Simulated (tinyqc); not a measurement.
# Trap density from the barrier height

Question. In a partly depleted grain with all boundary traps filled, 2 N W = Qt and VB = q N W^2/(2 eps0 eps_r). Find Qt, W and the doping at which VB would equal Vt.

Inputs (values chosen for the exercise):
```
symbol  value  unit                meaning
T         300     K            temperature
eps_r    11.7        relative permittivity
```

Constants: q = 1.602176634e-19 C, kB = 1.380649e-23 J/K, Vt = kB T/q, eps0 = 8.8541878128e-14 F/cm where lengths are in cm. Results are converted to the units shown.

doping = 4.6e17 cm^-3
barrier height = 0.10758902 V

Answer. Eliminating W gives VB = q Qt^2/(8 eps0 eps_r N), which falls as 1/N.

Qt = 1.60e12 cm^-2
W = 17.4 nm
doping for VB = Vt = 1.91e18 cm^-3

Program tinyqc, `OMP_NUM_THREADS=1 python tinyqc.py 2830129 2830130 out.jsonl`; Intel Xeon 2.30GHz, shared host, one thread, about 0.01 s.
